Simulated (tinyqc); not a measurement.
Inside a calculation. Method: lattice vibrations of a chain. Computed by tinyqc, a small Python program that keeps every step. Command: `OMP_NUM_THREADS=1 python tinyqc.py 26928 26929 out.jsonl` (the two numbers bound the seeds that draw the settings). One thread of a shared host (Intel(R) Xeon(R) Processor @ 2.60GHz), about 0.01 s of CPU time with the checks.

## Dynamical matrix at q = 0.24

A chain moving along its axis:
```
atom    mass (u)  spring to the next atom (eV/angstrom^2)
1     109.300000                                24.900000
2      27.700000                                16.300000
```

q is in units of 2 pi/a. A spring k from atom i to atom j, n cells on, adds k to Phi_ii and Phi_jj, -k exp(2 pi i q n) to Phi_ij and the conjugate to Phi_ji (for one atom a cell: 2k (1 - cos 2 pi q n)); D_ij = Phi_ij / sqrt(m_i m_j).

D(q) (eV/(angstrom^2 u)):
```
                     1                    2
1             0.376944  -0.471133+0.295651i
2  -0.471133-0.295651i             1.487365
```

## Frequencies

omega^2 are the eigenvalues; wavenumber = 521.4708 sqrt(eigenvalue) 1/cm.

eigenvalues: 0.146257  1.718052

wavenumbers (1/cm): 199.4  683.5

weights |e|^2 of the mass-weighted modes:
```
          mode 1    mode 2
atom 1  0.853233  0.146767
atom 2  0.146767  0.853233
```

## Dispersion and heat capacity

C/k_B per atom = mean over q = (j + 1/2)/80, j = 0..39 and all branches of y^2 e^y/(e^y - 1)^2, y = hc wavenumber / k_B T.

Wavenumbers (1/cm):
```
q           branch 1    branch 2
0.000000    0.000000  712.014679
0.062500   54.722608  709.908683
0.125000  108.284329  703.732482
0.187500  159.423466  693.937361
0.250000  206.651147  681.366426
0.312500  248.081807  667.398172
0.375000  281.253038  654.111329
0.437500  303.142710  644.258799
0.500000  310.861461  640.570101
```

Heat capacity:
```
T (K)  C/k_B per atom
20           0.052336
50           0.136110
100          0.282293
200          0.509484
300          0.680946
600          0.892070
1200         0.970546
```

zero-point energy per atom = 26.938143 meV
